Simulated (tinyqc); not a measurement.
Tunnelling through a gate dielectric, WKB transmission and Tsu-Esaki current: two steps of the calculation.

Electrons leave the emitter at x = 0. Energies E (motion across the layers) are in eV from the emitter Fermi level; the collector Fermi level lies at -V and offers states at every E. No charge in the dielectric and no image force: F1 = V/t1, U = phi1 - F1 x. With C = hbar^2/(2 m0), kappa = sqrt(m (U - E)/C) where U > E and 0 elsewhere; T(E) = exp(-S), S = 2 times the integral of kappa over x.

Parameters, values chosen for the exercise; dielectric values close to those of silicon dioxide:
```
symbol  value  unit                                                        meaning
T         300     K                                                    temperature
Ef       0.27    eV              Fermi energy of the emitter above its band bottom
me          1    m0                            emitter mass in the supply function
phi1     2.98    eV  barrier of layer 1 above the emitter Fermi level at zero bias
m1       0.49    m0                                     tunnelling mass of layer 1
t1        1.8    nm                                           thickness of layer 1
V         0.5     V                                  voltage across the dielectric
E       -0.16    eV                                energy of the electron followed
Ea      -0.27    eV                                   lower end of the energy grid
Eb       0.26    eV                                   upper end of the energy grid
nE         15                                            points of the energy grid
```

Constants: q = 1.602176634e-19 C, kB = 1.380649e-23 J/K, hbar = 1.054571817e-34 J s, m0 = 9.1093837015e-31 kg, Vt = kB T/q, hbar^2/(2 m0) = 0.0380998212 eV nm^2. Results are converted to the units shown.

Question 1. WKB exponent in closed form. Each layer adds (2/F) sqrt(m/C) [G(u at its left edge) - G(u at its right edge)] to S, with u = U - E (0 where negative) and G(u) = (2/3) u^1.5. The slope follows from 1/d = -dS/dE.

Find: S; T(E); energy d over which T(E) grows by a factor e.

Answer 1.

S = 21.94
T(E) = 2.960e-10
energy d over which T(E) grows by a factor e = 0.2631 eV

The midpoint rule gives S = 21.941, so its T(E) is 0.011 % below this value. The band edge stays above E through the whole stack: direct tunnelling through a trapezoid.

Question 2. Current density on a coarse energy grid. J = J0 times the integral of T(E) N(E) dE, N = ln[(1 + exp(-E/Vt))/(1 + exp((-E - V)/Vt))], J0 = q^2 me m0 kB T/(2 pi^2 hbar^3) (times 1e-4 for A/cm^2 per eV), by Simpson's rule on nE equally spaced points from Ea to Eb.

Find: E; T(E); N; T(E) N; J0; J.

Answer 2.

```
point,E (eV),T(E),N,T(E) N
0,-0.27000,1.9560e-10,10.444,2.0428e-9
1,-0.23214,2.2537e-10,8.9798,2.0237e-9
2,-0.19429,2.5990e-10,7.5158,1.9534e-9
3,-0.15643,3.0001e-10,6.0533,1.8160e-9
4,-0.11857,3.4663e-10,4.5967,1.5933e-9
5,-0.08071,4.0088e-10,3.1653,1.2689e-9
6,-0.04286,4.6409e-10,1.8322,8.5031e-10
7,-0.00500,5.3780e-10,0.79452,4.2729e-10
8,0.03286,6.2386e-10,0.24730,1.5428e-10
9,0.07071,7.2445e-10,0.062854,4.5535e-11
10,0.10857,8.4217e-10,0.014888,1.2538e-11
11,0.14643,9.8009e-10,0.0034622,3.3933e-12
12,0.18429,1.1419e-9,8.0161e-4,9.1533e-13
13,0.22214,1.3319e-9,1.8541e-4,2.4694e-13
14,0.26000,1.5553e-9,4.2873e-5,6.6681e-14
```

J0 = 4.1837e8 A/(cm^2 eV)
J = 0.17693 A/cm^2

The integrand peaks at E = -0.270 eV among these points.

tinyqc, about 0.02 s, one thread, Intel Xeon 2.30GHz (shared host): `OMP_NUM_THREADS=1 python tinyqc.py 2540106 2540107 out.jsonl`
